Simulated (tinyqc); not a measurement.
Inside a calculation. Method: coherent transport through a tight-binding region between two chains. Computed by tinyqc, a small Python program that keeps every step. Settings: temperature = 4, mu = 0.43. Command: `OMP_NUM_THREADS=1 python tinyqc.py 26521 26522 out.jsonl` (the two numbers bound the seeds that draw the settings). One thread of a shared host (Intel(R) Xeon(R) Processor @ 2.60GHz), about 0.07 s of CPU time with the checks.

## Transmission at E = 0.86 eV

H of the central region (eV):
```
         1        2        3
1  -0.3400  -1.2600   0.0000
2  -1.2600   0.4300  -1.8700
3   0.0000  -1.8700  -0.7700
```

Leads: semi-infinite chains with site energy 0:
```
parameter                           value
lead hopping t (eV)              2.920000
coupling to the left lead (eV)   0.670000
coupling to the right lead (eV)  0.550000
left contact site                       1
right contact site                      3
```

E = 0.8600 eV

Surface Green function g = (E - i sqrt(4 t^2 - E^2)) / (2 t^2); self-energy tc^2 g on each contact site; G = (E - H - Sigma)^(-1); Gamma = -2 Im Sigma; T = Gamma_L Gamma_R |G_LR|^2; local density of states -Im G_ii / pi.

g = 0.0504-0.3387i 1/eV

G (1/eV):
```
                 1                2                3
1   0.4728-0.0508i   0.3457-0.0096i  -0.3981+0.0364i
2   0.3457-0.0096i  -0.3242-0.0327i   0.3764+0.0140i
3  -0.3981+0.0364i   0.3764+0.0140i   0.1817-0.0278i
```

local density of states (1/eV): 0.0162  0.0104  0.0088

transmission = 0.0100

## Transmission across the band

The same steps on a grid of energies.

T(E):
```
E (eV)            T
-5.548000  2.54e-06
-4.993200  1.52e-05
-4.438400  5.98e-05
-3.883600  2.45e-04
-3.328800    0.0014
-2.774000    0.0222
-2.219200    0.0863
-1.664400    0.0256
-1.109600    0.0435
-0.554800    0.5233
0.000000     0.0511
0.554800     0.0137
1.109600     0.0090
1.664400     0.0137
2.219200     0.8766
2.774000     0.0036
3.328800   4.50e-04
3.883600   1.04e-04
4.438400   2.93e-05
4.993200   8.23e-06
5.548000   1.48e-06
```

levels of the isolated region (eV): -2.4324  -0.4675  2.2198

## Current

I = (2e/h) int T(E) [f(E - mu - V/2) - f(E - mu + V/2)] dE at 4 K with mu = 0.43 eV, the bias not changing H; 2e^2/h = 77.48092 microsiemens; the integral runs over the band on 4001 points.

Current:
```
V (volt)  I (microampere)
0.0100             0.0134
0.0500             0.0647
0.1000             0.1286
0.2000             0.2597
0.4000             0.5378
0.8000             1.2344
```
